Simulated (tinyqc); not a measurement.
From results back to parameters: tunnelling through a thin dielectric with one trap, as a tight-binding chain. Three cases, with inputs chosen for the exercise.

Problem. A resonance has full width Gamma_L + Gamma_R and peak height 4 Gamma_L Gamma_R/(Gamma_L + Gamma_R)^2. The values come from hidden widths.

Case 1.

full width = 36.6404 meV
peak height = 0.0110261

Case 2.

full width = 1.26818 meV
peak height = 0.00376864

Case 3.

full width = 17.7133 meV
peak height = 0.0485778

Find: larger and smaller width.

Solution. The widths are (W/2)(1 +/- sqrt(1 - peak)); which belongs to which lead the line shape cannot tell.

Case 1.

larger and smaller width (meV): 36.5  0.101

Case 2.

larger and smaller width (meV): 1.27  0.00120

Case 3.

larger and smaller width (meV): 17.5  0.218

Computed by tinyqc, one run a case: `OMP_NUM_THREADS=1 python tinyqc.py N N+1 out.jsonl` with N = 1450025, 1450064, 1450195; one thread of a shared Intel(R) Xeon(R) Processor @ 2.30GHz, about 0.1 s a run at most.
